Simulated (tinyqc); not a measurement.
# From fraction x left in the grains back to temperature T

Model: equilibrium and kinetic segregation of a solute to boundaries and growing surfaces. Computed by tinyqc, a small Python program. Command: `OMP_NUM_THREADS=1 python tinyqc.py 3014138 3014139 out.jsonl segreg inv`. One thread of a shared host (Intel(R) Xeon(R) Processor @ 2.30GHz), about 0.01 s of CPU time with the checks.

Inputs (values chosen for the exercise, modelled on arsenic in polycrystalline silicon):
```
quantity,value,unit
segregation energy Q,0.451,eV
total solute fraction x0,0.0019,-
grain size d,840,nm
boundary thickness delta,0.48,nm
```

Isotherm: Langmuir-McLean.

Constants: k_B = 8.617333262e-05 eV/K.

Method. With theta the solute fraction on boundary sites and x that in the grains, theta/(1 - theta) = [x/(1 - x)] exp[Q/(k_B T)]. Finite grains: boundary sites are the fraction f = 3 delta/d, and x0 = (1 - f) x + f theta; solve both equations for theta; share at boundaries = f theta/x0.

Problem. A run gave the result below. Find the temperature T, known to lie between 870 and 1200 K.

fraction x left in the grains = 0.001530638

Solution.

Each step takes the trial c = (a f_b - b f_a)/(f_b - f_a), f being the result less the target and a, b, c the logarithms of the listed values; c replaces end b, the old b replaces a if the sign of f changed, and otherwise f_a is halved.

Scan of the range:
```
temperature T (K),fraction x left in the grains
870,0.00130453
918,0.00139665
968,0.00147740
1020,0.00154666
1080,0.00161081
1140,0.00166126
1200,0.00170098
```

False position (Illinois rule, in the logarithm of the input) inside the bracket:
```
step,end a,end b,trial,fraction x left in the grains
1,968.00,1020.00,1007.73,0.00153155
2,968.00,1007.73,1006.38,0.00152985
3,1007.73,1006.38,1007.00,0.00153064
4,1006.38,1007.00,1007.00,0.00153064
```

Fraction x left in the grains rises at every point of a 13-point scan of the range (every second point is shown), so one value fits; it is bracketed by 968 and 1020. Answer: temperature T = 1007 K.
